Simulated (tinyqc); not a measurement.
Size effects in the resistivity of thin metal films and interconnect lines: one step, computed by the program tinyqc. Command: `OMP_NUM_THREADS=1 python tinyqc.py 3005497 3005498 out.jsonl size walk`. One thread of a shared host (Intel(R) Xeon(R) Processor @ 2.30GHz), about 0.01 s of CPU time with the checks.

Electrons lose their drift at surfaces (a share 1 - p of the hits) and at grain boundaries (reflection R), besides bulk scattering. The line sits in a trench with a non-conducting liner on both walls and the bottom; the spacing equals the drawn width.

Task: Grain boundaries. Mayadas-Shatzkes: alpha = (lambda/D) R/(1 - R); rho_b/rho = 1 - 3 alpha/2 + 3 alpha^2 - 3 alpha^3 ln(1 + 1/alpha).

Inputs (values chosen for the exercise, modelled on ruthenium): bulk mean free path lambda = 6.9 nm; grain-boundary reflection R = 0.34.

Geometry: line.

grain size D = 24.44 nm

Give: alpha; rho/rho_b from grains.

Result:

alpha = 0.1454

rho/rho_b from grains = 1.210

The linear estimate 1 + 3 alpha/2 gives 1.218, within 2 %.
